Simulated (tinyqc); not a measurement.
## Germanium share from the critical thickness

Inverse problem. Critical thickness (Matthews-Blakeslee, 60-degree dislocations): h = bv (1 - nu/4)[ln(h/bv) + 1]/(4 pi e_par (1 + nu)), nu = c12/(c11 + c12). e_par = b1 x. Find e_par and x.

Values chosen for this exercise: lattice mismatch per unit x b1 = 0.0418; elastic constant c11 = 165 GPa; elastic constant c12 = 62.3 GPa; Burgers vector bv = 0.384 nm.

critical thickness = 28.332628 nm

Solution. For given h the relation is explicit in the strain.

e_par = 0.418 %
x = 0.100

Numbers from tinyqc (`OMP_NUM_THREADS=1 python tinyqc.py 2530107 2530108 out.jsonl`; about 0.02 s on one thread of a shared Intel Xeon 2.30GHz).
